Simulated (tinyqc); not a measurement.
Field length and prefactor from two substrate currents.

Inverse problem. For Em = (Vd - Vdsat)/l, Isub/Id = (Ai/Bi)(Vd - Vdsat) exp(-Bi l/(Vd - Vdsat)), and l = sqrt(3 tox xj). Find l, Ai and xj.

Values chosen for this exercise: oxide thickness tox = 4.6 nm; ionisation field Bi = 1.69 MV/cm.

Isub/Id at Vd - Vdsat = 1.4 and 1.9 V: 0.0471490692  0.163262969

Answer. ln[Isub/(Id (Vd - Vdsat))] is linear in 1/(Vd - Vdsat) with slope -Bi l.

l = 29.49 nm
Ai = 2.000e6 1/cm
xj = 63.00 nm

Computed by the program tinyqc: `OMP_NUM_THREADS=1 python tinyqc.py 2550140 2550141 out.jsonl`, one thread of a shared Intel Xeon 2.30GHz, about 0.01 s for the whole run.
